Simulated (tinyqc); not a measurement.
All together: low-temperature mobility of a two-dimensional electron gas with static screening. Computed by tinyqc, a small Python program. Command: `OMP_NUM_THREADS=1 python tinyqc.py 3008401 3008402 out.jsonl twodeg walk`. One thread of a shared host (Intel(R) Xeon(R) Processor @ 2.30GHz), about 0.01 s of CPU time with the checks.

One subband is filled, the gas is degenerate and scatters at the Fermi circle; one permittivity serves on both sides of the interface. All formulas are in SI units, masses times m_0. Piezoelectric and polar phonons are left out, and n_s is taken as set by a gate, independent of N_i.

Inputs (values chosen for the exercise, modelled on a silicon inversion layer):
```
quantity                                        value    unit
in-plane mass m                                 0.189     m_0
mass across the layer m_z                       0.917     m_0
permittivity eps                                 11.6       -
valley degeneracy g_v                               2       -
sheet density n_s                             1.7e+12  1/cm^2
depletion charge N_d                          2.5e+10  1/cm^2
roughness height Delta                           0.37      nm
correlation length Lambda                         2.1      nm
remote charge density N_i                     7.7e+10  1/cm^2
distance d of the charges from the interface     0.68      nm
density rho                                      2329  kg/m^3
sound velocity v_l                               9280     m/s
deformation potential D_A                          11      eV
temperature T                                      10       K
```

Wave function: Fang-Howard. Roughness spectrum: exponential.

Constants: m_0 = 9.1093837015e-31 kg; e = 1.602176634e-19 C; eps_0 = 8.8541878128e-12 F/m; hbar = 1.054571817e-34 J s; k_B = 1.380649e-23 J/K.

Method:
- k_F = sqrt(2 pi n_s/g_v); E_F = hbar^2 k_F^2/(2 m); q_TF = g_v m e^2/(2 pi eps eps_0 hbar^2); Fang-Howard parameter b = [12 m_z e^2 (N_d + 11 n_s/32)/(eps eps_0 hbar^2)]^(1/3), mean depth 3/b; effective field F = e (N_d + n_s/2)/(eps eps_0).
- Form factors with u = q/b: screening G(q) = [1 + 9u/8 + 3u^2/8]/(1 + u)^3, remote charge P(q) = exp(-q d)/(1 + u)^3. Dielectric function eps(q) = 1 + q_TF G(q)/q, with q = 2 k_F sin(theta/2).
- Roughness: <|U|^2> = (e F)^2 S(q), S = pi Delta^2 Lambda^2/(1 + q^2 Lambda^2/2)^(3/2).
- 1/tau_t = (m/(pi hbar^3)) int_0^pi (1 - cos theta) <|U|^2>/eps(q)^2 dtheta; the quantum rate 1/tau_q drops the factor (1 - cos theta); 200 Gauss-Legendre points in s with theta = pi s^2, s from 0 to 1; mu = e tau_t/m.
- Remote charges: <|U|^2> = N_i [e^2 P(q)/(2 eps eps_0 q)]^2.
- Unscreened deformation potential in equipartition: 1/tau = m D_A^2 k_B T I/(rho v_l^2 hbar^3), I = int |psi|^4 dz = 3 b/16 for the Fang-Howard function (used for both wave-function options); mu = e tau/m. Bloch-Grueneisen temperature T_BG = 2 hbar v_l k_F/k_B.
- At the Fermi circle the rates add, so 1/mu is the sum; sheet resistance 1/(n_s e mu); mean free path hbar k_F mu/e; the quantum time adds the rates 1/tau_q, with the isotropic acoustic rate e/(m mu).

roughness mobility = 88732.8 cm^2/(V s)

remote-charge mobility = 60092.9 cm^2/(V s)

acoustic mobility = 142282 cm^2/(V s)

k_F = 0.231100 1/nm

tau_q, roughness = 13.5471 ps

tau_q, charges = 3.05374 ps

Mobilities:
```
process           mu (cm^2/(V s))  share of 1/mu (%)
roughness                   88733             32.256
remote charges              60093             47.628
acoustic phonons       1.4228e+05             20.116
```

mobility mu = 28621 cm^2/(V s)

sheet resistance = 128.28 ohm

mean free path = 435.37 nm

Dingle ratio tau_t/tau_q = 1.4353

What does the comparison show, and why?

The largest single share of 1/mu (48 %) belongs to remote charges: they are many or near enough that screening leaves their potential the strongest. The Dingle ratio of 1.44 marks mostly large-angle scattering. Caution: T is below the Bloch-Grueneisen temperature T_BG, so equipartition fails: the acoustic mobility is only a lower bound and the acoustic share of 1/mu is overstated.

Extremes, crossings and ranges named in words are read from the listed rows.
